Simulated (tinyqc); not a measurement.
# Worked calculation: signal and retention of a DRAM cell

Computed by the program tinyqc: `OMP_NUM_THREADS=1 python tinyqc.py 2130031 2130032 out.jsonl`, one thread of a shared Intel Xeon 2.30GHz, about 0.01 s for the whole run. Printed values are rounded.

A stored one starts at Vd and leaks: Cs dV/dt = -I(V), I = a sqrt((V + Vb)/(Vd + Vb)) + b, with a = Ig exp[-(Eg1 q/kB)(1/T - 1/T0)] (generation in a depletion layer) and b = Is exp[-(Es q/kB)(1/T - 1/T0)]. The bit line is precharged to Vd/2, and charge sharing gives the signal (V - Vd/2) Cs/(Cs + Cb).

Parameters, values chosen for the exercise:
- Vd = 1.1 V (array voltage)
- Cs = 12 fF (cell capacitance)
- Cb = 90 fF (bit-line capacitance)
- dm = 56 mV (smallest signal that the sense amplifier resolves)
- Vb = 1.3 V (built-in plus back-bias voltage of the storage junction)
- Ig = 0.48 fA (junction leakage at V = Vd and T0)
- Is = 0.095 fA (voltage-independent leakage at T0)
- Es = 0.45 eV (activation energy of Is)
- T0 = 358 K (reference temperature)
- T = 328 K (temperature)
- sg = 0.62 (deviation of ln(retention time) over the cells)
- Nc = 4.29e9 (cells)
- tr = 128 ms (refresh interval)
- Eg1 = 0.62 eV (activation energy of Ig)

Constants: q = 1.602176634e-19 C, kB = 1.380649e-23 J/K. Results are converted to the units shown.

Range of the model: Real arrays also hold a tail of unusually leaky cells and cells whose retention varies in time, which this model lacks.

## Signal and margin

The cell fails below Vc = Vd/2 + dm (Cs + Cb)/Cs.

transfer ratio = 0.1176471
signal of a fresh one = 64.70588 mV
Vc = 1.026 V
charge that may be lost = 0.888 fC
the same in electrons = 5542.460

## Retention time

With s = sqrt((Vc + Vb)/(Vd + Vb)), the time from Vd to Vc is t = [2 Cs (Vd + Vb)/a] [1 - s - (b/a) ln((a + b)/(a s + b))].

a = 0.07637280 fA
b = 0.02502134 fA
retention time = 8.809418 s
estimate with the current held at a + b = 8.757903 s

The constant-current estimate is 0.58 % below the true time, since the junction leaks less as V falls.

## Failing cells

This time is the median of a log-normal spread: failing cells = Nc erfc(z/sqrt 2)/2, z = ln(t/tr)/sg. One failure is expected at the interval where that count equals 1.

z = 6.825075
failing cells = 0.01885014
interval for one failure = 185.1058 ms

The weakest cell of the array lies about 6.23 deviations out, a factor of 47.6 below the median; the chosen interval is shorter than that time.
